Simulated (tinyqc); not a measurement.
Capillary instabilities by surface diffusion: grooving and agglomeration of films, edge retraction, wire break-up and smoothing of roughness: one step, computed by the program tinyqc.

Isotropic surface energy; shapes change by surface diffusion alone.

Question. Break-up of a free wire. A wire with r + A cos(k z) has dA/dt = (B/r^4) (kr)^2 [1 - (kr)^2] A: unstable for wavelengths above 2 pi r, fastest at kr = 1/sqrt 2 with the rate B/(4 r^4); break-up time about (4 r^4/B) ln(r/A0); each wavelength makes a sphere of radius (3 r^2 lambda_m/4)^(1/3).

Inputs (values chosen for the exercise, for a model film):

| quantity | value | unit |
|---|---|---|
| temperature T | 646 | K |
| time t | 55 | s |
| wire radius r | 12 | nm |
| initial ripple over radius | 0.01 | - |

B = 477.0352 nm^4/s

Give: fastest wavelength; break-up time; radius of the spheres; t over the break-up time.

Answer.

fastest wavelength = 106.6 nm

break-up time = 800.7 s

radius of the spheres = 22.58 nm

t over the break-up time = 0.06869

The wire survives t. Caution: faceting can stabilise wires along low-index directions.
